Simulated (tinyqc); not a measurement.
Inversion-layer mobility, back-scattering and ballistic limit of a field-effect transistor: one step, computed by the program tinyqc. Command: `OMP_NUM_THREADS=1 python tinyqc.py 3025294 3025295 out.jsonl mos walk`. One thread of a shared host (Intel(R) Xeon(R) Processor @ 2.30GHz), about 0.01 s of CPU time with the checks.

The charge at the top of the source barrier is fixed by the gate; series resistance and short-channel effects are left out. F_j are Fermi integrals normalised to exp(eta) in the classical limit.

Task: Effective mobility. mu_phonon = mu_ph (E_eff/1 MV/cm)^(-0.3) (T/300 K)^(-1.75); mu_rough = mu_sr (E_eff/1 MV/cm)^(-2); mu_Coulomb = mu_C (N_inv/1e12 cm^-2) (T/300 K); Matthiessen's rule adds 1/mu.

Inputs (values chosen for the exercise, modelled on an InGaAs n-channel):

| quantity | value | unit |
|---|---|---|
| phonon mobility at 1 MV/cm and 300 K, mu_ph | 3100 | cm^2/(V s) |
| roughness mobility at 1 MV/cm, mu_sr | 2400 | cm^2/(V s) |
| Coulomb mobility at N_inv = 1e12/cm^2, mu_C | 1800 | cm^2/(V s) |
| temperature T | 300 | K |

Statistics at the top of the barrier: Fermi-Dirac.

inversion density N_inv = 1.894031e+12 1/cm^2

effective field E_eff = 0.2925182 MV/cm

Give: phonon part; roughness part; Coulomb part; effective mobility mu.

Result:

phonon part = 4482 cm^2/(V s)

roughness part = 28048 cm^2/(V s)

Coulomb part = 3409 cm^2/(V s)

effective mobility mu = 1811 cm^2/(V s)

The Coulomb part is the lowest and holds 53 % of 1/mu.
